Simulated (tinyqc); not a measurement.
CMOS inverter, nodal equation and switching: effect of the gain factor of the pull-up transistor.

An n-channel pull-down (bn, VTn) and a p-channel pull-up (bp, VTp) share the input Vin and the output node Vout, which carries the load C. Transistor (EKV form, voltages against the body): I = 2 n b Vt^2 [F(vp - Vs) - F(vp - Vd)] from drain to source, F(v) = ln^2(1 + exp(v/(2 Vt))), vp = (Vg - VT + sg |Vd - Vs|)/n. n-channel bodies are at 0; for the p-channel device all voltages are counted down from Vdd. b in uA/V^2 gives I in uA. Static: In = Ip. Transient: C dVout/dt = Ip - In. No velocity saturation, no gate capacitance beyond C.

VM solves In = Ip with Vin = Vout; VIL and VIH are the inputs of gain -1, NML = VIL - Vout(VIH), NMH = Vout(VIL) - VIH. For a step input the delay to Vdd/2 is tHL = C times the integral of dV/(In - Ip) from Vdd/2 to Vdd at Vin = Vdd, and tLH likewise with Ip - In from 0 to Vdd/2 at Vin = 0.

Parameters, values chosen for the exercise:
- T = 300 K (temperature)
- Vdd = 0.5 V (supply voltage)
- n = 1.42 (slope factor)
- sg = 0.051 (drain-induced barrier lowering)
- VTn = 0.36 V (n-channel threshold)
- VTp = 0.32 V (p-channel threshold (magnitude))
- bn = 670 uA/V^2 (gain factor of the pull-down transistor)
- C = 4.8 fF (load capacitance)

Constants: q = 1.602176634e-19 C, kB = 1.380649e-23 J/K, Vt = kB T/q. Results are converted to the units shown.

Results:

| bp (uA/V^2) | VM (V) | gain at VM | NML (V) | NMH (V) | tHL (ps) | tLH (ps) |
|---|---|---|---|---|---|---|
| 130 | 0.2358 | -19.55 | 0.1881 | 0.2177 | 182.4 | 631.5 |
| 210 | 0.2456 | -19.55 | 0.1984 | 0.2076 | 182.4 | 390.9 |
| 320 | 0.2541 | -19.55 | 0.2075 | 0.1988 | 182.4 | 256.6 |
| 740 | 0.2710 | -19.54 | 0.2253 | 0.1811 | 182.4 | 110.9 |
| 1100 | 0.2790 | -19.52 | 0.2337 | 0.1727 | 182.4 | 74.63 |
| 1700 | 0.2879 | -19.49 | 0.2428 | 0.1634 | 182.4 | 48.29 |
| 2700 | 0.2972 | -19.45 | 0.2525 | 0.1534 | 182.4 | 30.41 |

Estimate the missing row, bp = 480 uA/V^2.

Computed row:

| bp (uA/V^2) | VM (V) | gain at VM | NML (V) | NMH (V) | tHL (ps) | tLH (ps) |
|---|---|---|---|---|---|---|
| 480 | 0.2623 | -19.55 | 0.2161 | 0.1902 | 182.4 | 171.0 |

With this row back in the table: As bp goes from 130 to 2700 uA/V^2, VM rises from 0.236 to 0.297 V, the size of the gain falls from 19.55 to 19.45, tHL stays near 182 ps and tLH falls from 632 to 30.4 ps. The smaller margin is largest, 0.199 V, at bp = 320 uA/V^2 among the rows. A stronger pull-up raises VM and trades low-side against high-side margin.

Computed by the program tinyqc: `OMP_NUM_THREADS=1 python tinyqc.py 2340169 2340170 out.jsonl`, one thread of a shared Intel Xeon 2.30GHz, about 0.06 s for the whole run.
